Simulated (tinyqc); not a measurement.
Inside a calculation. Model: undoped symmetric double-gate MOSFET, analytic potential model.

Program tinyqc, `OMP_NUM_THREADS=1 python tinyqc.py 2440078 2440079 out.jsonl`; Intel Xeon 2.30GHz, shared host, one thread, about 0.01 s. Printed values are rounded.

An undoped body of thickness ts between two equal insulators and tied gates; long channel, electrons only, n = ni exp((psi - V)/Vt) with V the quasi-Fermi potential (0 at the source, Vd at the drain), constant mobility, no quantisation. Across the body psi(x) = V - 2 Vt ln[(ts/(2 beta)) sqrt(q ni/(2 eps0 eps_r Vt)) cos(2 beta x/ts)], x from the centre. Q is the electron charge per area of the whole body.

Inputs (values chosen for the exercise); material values close to those of silicon: temperature T = 273 K; band gap Eg = 1.11 eV; relative permittivity of the semiconductor eps_r = 11.7; conduction-band density of states at T Nc = 2.47e19 cm^-3; valence-band density of states at T Nv = 2.31e19 cm^-3; relative permittivity of the gate insulator eox = 4.04; insulator thickness tox = 3.3 nm; body thickness ts = 12 nm; gate work function less that of the intrinsic body dphi = -0.03 V; channel mobility mu = 180 cm^2/(V s); gate length L = 0.2 um; gate voltage Vg = 1.04 V; drain voltage Vd = 0.8 V.

Constants: q = 1.602176634e-19 C, kB = 1.380649e-23 J/K, Vt = kB T/q, eps0 = 8.8541878128e-14 F/cm where lengths are in cm. Results are converted to the units shown.

Range of the model: The surface density at the source passes 0.3 Nc, where Boltzmann statistics fail. mu V/L, with V the smaller of Vd and Vg - V0, passes 3e6 cm/s, so velocity saturation, left out here, would lower the current.

## Constants of the body

ni = sqrt(Nc Nv) exp(-Eg/(2 Vt)), Eg in volts; r = eps_r tox/(eox ts); V0 = dphi + 2 Vt ln[(2/ts) sqrt(2 eps0 eps_r Vt/(q ni))].

ni = 1.35660e9 cm^-3
r = 0.796411
V0 = 0.446386 V

## Iteration 1: beta at the source by Newton steps in z = ln(tan beta)

z at the start = 1

With V = 0, t = exp(z), beta = arctan(t): f = ln(beta) + (1/2) ln(1 + t^2) + 2 r beta t - (Vg - V0)/(2 Vt); with c = t/(1 + t^2), df/dz = c/beta + t c + 2 r t (c + beta); z(new) = z - f/(df/dz).

beta = 1.21828
f = -6.08073
df/dz = 7.82457
z after iteration 1 = 1.77713

## Iteration 2: beta at the source by Newton steps in z = ln(tan beta)

As before.

beta = 1.40326
f = 2.72968
df/dz = 15.8540
z after iteration 2 = 1.60496

## Course of the iteration: beta at the source by Newton steps in z = ln(tan beta)

Stop when z changes by less than 1e-11, or after 60 iterations.

Course of the iteration:
```
iteration        z  |change|
1          1.77713     0.777
2          1.60496     0.172
3          1.58963    0.0153
4          1.58953   1.09e-4
5          1.58953   5.49e-9
6          1.58953   < 1e-13
```

Converged in 6 iterations. At the end the number of correct digits about doubles with each step.

## Charges and drain current

beta_s = 1.36954
beta_d = 0.0124405

beta (between 0 and pi/2) solves (Vg - V0 - V)/(2 Vt) = ln(beta) - ln(cos beta) + 2 r beta tan(beta). Q = 8 eps0 eps_r Vt beta tan(beta)/ts; I = mu (1/L)(4 eps0 eps_r/ts)(2 Vt)^2 [g(beta_s) - g(beta_d)] per width, g = beta tan(beta) - beta^2/2 + r beta^2 tan^2(beta), with beta_s at V = 0 and beta_d at V = Vd.

Qs = 1090.62 nC/cm^2
Qd = 0.0251467 nC/cm^2
g(beta_s) = 41.6612
g(beta_d) = 7.74107e-5
I = 286.627 uA/um

The term r beta^2 tan^2(beta), which gives the square law, makes up 86.1 % of g at the source.

## Potential and electron density across the body at the source

x/ts, point 0 to 6: 0  0.1  0.2  0.3  0.4  0.45  0.5

psi(x) as above with V = 0 and beta = beta_s; n = ni exp(psi/Vt).

```
point   psi (V)   n (cm^-3)
0      0.491182  1.58502e18
1      0.492970  1.71015e18
2      0.498627  2.17500e18
3      0.509262  3.41814e18
4      0.527976  7.57314e18
5      0.543089  1.43971e19
6      0.566930  3.96634e19
```

The density at the surface is 25.0 times that at the centre (1/cos^2 beta). It reaches 1.6 Nc, where Boltzmann statistics overestimate it.
